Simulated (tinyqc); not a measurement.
# Amplitude against the length of the filling pulse

In DLTS the amplitude of the capacitance transient follows the share of traps filled by the pulse. In the neutral layer an empty trap fills as 1 - exp(-tp/tc), tc = 1/(sn vth(T) Nd), vth(T) = vth (T/300 K)^0.5; emission during the pulse and slow capture at the depletion edge are neglected.

Values chosen for this exercise:
- vth = 4.4e7 cm/s (thermal velocity at 300 K)
- Nd = 6.1e14 cm^-3 (shallow donor density)
- sn = 1.4e-17 cm^2 (capture cross-section)
- T = 364 K (temperature of the transient)

Results:

| tp (s) | tp/tc | amplitude over its full value | ln(1 - that) |
|---|---|---|---|
| 1.4e-7 | 0.05795 | 0.05630 | -0.05795 |
| 2.3e-7 | 0.09520 | 0.09081 | -0.09520 |
| 3.9e-7 | 0.1614 | 0.1491 | -0.1614 |
| 6.5e-7 | 0.2690 | 0.2359 | -0.2690 |
| 1.1e-6 | 0.4553 | 0.3657 | -0.4553 |
| 3e-6 | 1.242 | 0.7111 | -1.242 |
| 5.1e-6 | 2.111 | 0.8789 | -2.111 |
| 8.5e-6 | 3.518 | 0.9703 | -3.518 |
| 1.4e-5 | 5.795 | 0.9970 | -5.795 |

Estimate the missing row, tp = 1.8e-6 s.

Computed row:

| tp (s) | tp/tc | amplitude over its full value | ln(1 - that) |
|---|---|---|---|
| 1.8e-6 | 0.7450 | 0.5253 | -0.7450 |

With this row back in the table: The amplitude rises from 0.0563 to 0.997 of its full value. The last column is linear in tp with slope -1/tc, tc = 2.42e-6 s, which gives the cross-section from Nd and vth, independently of the Arrhenius intercept; 99 % filling needs 1.11e-5 s.

Program tinyqc, `OMP_NUM_THREADS=1 python tinyqc.py 2050098 2050099 out.jsonl`; Intel Xeon 2.30GHz, shared host, one thread, about 0.01 s.
